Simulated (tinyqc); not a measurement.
Superjunction drift layer against a plain one, charge balance: two steps of the calculation.

Alternating n and p pillars of equal width wp, doping N and length Lp. When depleted, the lateral field peaks at Ex = q N wp/(2 eps0 eps_r) at the pillar junctions and a uniform vertical field Ey is added; breakdown is taken where Ex^2 + Ey^2 = Ef^2. Only the n pillars conduct, narrowed by the zero-bias depletion. A first-order model: the field peaks at the pillar ends are left out.

Parameters, values chosen for the exercise; values close to those of silicon:
- eps_r = 12 (relative permittivity of the semiconductor)
- E16 = 0.397 MV/cm (critical field at a doping of 1e16 cm^-3)
- mx = 1360 cm^2/(V s) (mobility at low doping)
- mi = 89.3 cm^2/(V s) (mobility at high doping)
- Nr = 1.3e17 cm^-3 (reference doping of the mobility)
- BV = 660 V (wanted breakdown voltage)

Constants: q = 1.602176634e-19 C, eps0 = 8.8541878128e-14 F/cm where lengths are in cm. Results are converted to the units shown.

Question 1. Doping of the plain drift layer. Ec(N) = E16 (N/1e16 cm^-3)^(1/8); N(new) = eps0 eps_r Ec(N)^2/(2 q BV).

N at the start = 1e15 cm^-3

Find: Ec; N after iteration 1.

Answer 1.

Ec = 0.2977 MV/cm
N after iteration 1 = 4.453e14 cm^-3

Question 2. Thickness and resistance of the plain layer. Ec(N) = E16 (N/1e16 cm^-3)^(1/8), mu(N) = mi + (mx - mi)/(1 + (N/Nr)^0.9). W = 2 BV/Ec, Rsp = W/(q mu N).

N of the plain layer = 3.4001824e14 cm^-3

Wanted: mu; W; Rsp.

Answer 2.

mu = 1354 cm^2/(V s)
W = 50.74 um
Rsp = 68.79 mohm cm^2

Computed by the program tinyqc: `OMP_NUM_THREADS=1 python tinyqc.py 2590031 2590032 out.jsonl`, one thread of a shared Intel Xeon 2.30GHz, about 0.01 s for the whole run.
